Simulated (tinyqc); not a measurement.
## Gain of the pnp from the holding current

Inverse problem. On state with both base-emitter voltages at Von: npn base current Ib = (Von/Rs + bp Von/Rw)/(bn bp - 1), holding current Ih = (bn + 1) Ib + Von/Rs. Find bp.

Parameters, values chosen for the exercise:
- bn = 20.4 (current gain of the npn)
- Rs = 230 ohm (substrate resistance shunting the npn)
- Rw = 3700 ohm (well resistance shunting the pnp)
- Von = 0.75 V (base-emitter voltage in the on state)

Ih = 9.7008439 mA

Solution. Ih gives Ib, and Ib (bn bp - 1) = Von/Rs + bp Von/Rw is linear in bp.

bp = 0.6000

tinyqc, about 0.04 s, one thread, Intel Xeon 2.30GHz (shared host): `OMP_NUM_THREADS=1 python tinyqc.py 2670043 2670044 out.jsonl`
